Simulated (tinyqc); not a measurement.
# Correction of a charged-defect supercell by a model charge and potential alignment (plane-averaged potentials), step by step

A worked calculation. Computed by tinyqc, a small Python program that keeps every step. Command: `OMP_NUM_THREADS=1 python tinyqc.py 3112769 3112770 out.jsonl align walk`. One thread of a shared host (Intel(R) Xeon(R) Processor @ 2.30GHz), about 0.01 s of CPU time with the checks. Intermediate numbers are printed to about 5 digits and carried at full precision; extremes and crossings named in words are read from the listed rows.

The "true" defect charge is (1 - x) q in a Gaussian of width sigma plus x q in one of width sigma_t, so the exact answer is known; the correction sees only a single model Gaussian of width sigma_m. A Gaussian of width s has the transform rho(G) = exp(-G^2 s^2/2), normalised to 1. A uniform background cancels q, so G = 0 is left out. Potentials are those felt by a unit positive charge. E_0 is the formation energy of the isolated defect, E_cell its value in the supercell, E_lat = E_iso - E_per of the model charge, C the true less the model potential far from the defect; the exact correction is E_0 - E_cell, and the error of a scheme is E_cell plus its correction less E_0.

Inputs (values chosen for the exercise, with screening close to that of GaN):
```
quantity                                     value      unit
defect charge q                                 -1         e
dielectric constant eps                       9.14         -
edge of the cubic cell L                      11.7  angstrom
width sigma of the true defect charge          1.1  angstrom
width sigma_m of the model charge             0.77  angstrom
share x of the charge in a wide tail          0.17         -
width sigma_t of the tail                      1.8  angstrom
formation energy of the isolated defect E_0   4.62        eV
```

Constants: e^2/(4 pi eps_0) = 14.39964548 eV angstrom.

## The supercell energy and its true error

Periodic energy E_per = (2 pi q^2/(eps L^3)) (e^2/(4 pi eps_0)) sum_(G != 0) rho(G)^2/G^2, G = (2 pi/L)(n1, n2, n3), |n_i| <= 16. Isolated energy: two Gaussians of charges q_a, q_b and widths a, b interact by q_a q_b (e^2/(4 pi eps_0 eps)) sqrt(2/pi)/sqrt(a^2 + b^2), and the self-energy is half the sum over pairs. Supercell value E_cell = E_0 + E_per - E_iso for the true charge.

E_iso, true charge = 0.36955 eV

E_per, true charge = 0.18813 eV

E_cell = 4.4386 eV

exact correction = 0.18142 eV

## Lattice energy of the model charge

E_lat = E_iso - E_per for the model charge; point-charge value alpha q^2 e^2/(4 pi eps_0 eps 2 L) with alpha = 2.837297.

E_iso, model = 0.57718 eV

E_per, model = 0.38982 eV

E_lat = 0.18736 eV

point-charge value = 0.19103 eV

## Plane-averaged potentials

Plane-averaged potential at distance z from the defect: V(z) = (4 pi q/(eps L^3)) (e^2/(4 pi eps_0 e)) sum_(m != 0) rho(G_m) cos(G_m z)/G_m^2, G_m = 2 pi m/L, |m| <= 40.

Potentials (V):
```
z/L   z (angstrom)       true     model  difference
0.00         0.000  -0.080288  -0.10025    0.019959
0.05         0.585  -0.074200  -0.09012    0.015923
0.10         1.170  -0.057868  -0.06541    0.007539
0.15         1.755  -0.035781  -0.03637    0.000588
0.20         2.340  -0.012445  -0.00927   -0.003177
0.25         2.925   0.009144   0.01396   -0.004819
0.30         3.510   0.027506   0.03300   -0.005492
0.35         4.095   0.042035   0.04780   -0.005769
0.40         4.680   0.052498   0.05838   -0.005881
0.45         5.265   0.058802   0.06473   -0.005923
0.50         5.850   0.060907   0.06684   -0.005933
```

The difference moves by 0.05 mV between z/L = 0.4 and 0.5: a plateau.

## Alignment and corrected energy

C = difference at z = L/2; E_corr = E_cell + E_lat - q C. For charges that have died out at L/2, C = (2 pi q/(eps L^3)) (e^2/(4 pi eps_0 e)) (<s^2> - sigma_m^2), <s^2> = (1 - x) sigma^2 + x sigma_t^2.

alignment C = -0.0059333 V

C, closed form = -0.0059469 V

E_corr = 4.6200 eV

error with alignment (rounded to 1e-4 meV) = 0.0136 meV

error without alignment = 5.9469 meV

error with the point-charge term alone = 9.6113 meV

error without correction = -181.42 meV

Errors are measured against E_0. Alignment cuts the error of the model charge from 5.9 to 0.014 meV.

## Errors against cell size

Schemes: none; point-charge term alpha q^2 e^2/(4 pi eps_0 eps 2 L), alpha = 2.837297; E_lat of the model; E_lat - q C with C at z = L/2.

Error against E_0 (meV):
```
L (angstrom)     none  point charge  model charge  model and alignment
8.19          -244.91        27.983        17.299              0.68555
9.94          -209.18        15.673         9.697              0.10488
11.70         -181.42         9.611         5.947              0.01355
14.00         -154.03         5.610         3.471              0.00072
```

Between the last two rows the uncorrected error scales as L^-0.91 and the point-charge remainder as L^-3.00. With alignment the error is +0.7 meV in the smallest cell and 0.00 meV in the largest.

Checks made by the program: E_lat against the point-charge value less 2 pi q^2 sigma_m^2 e^2/(4 pi eps_0 eps L^3) (relative difference 2e-07).
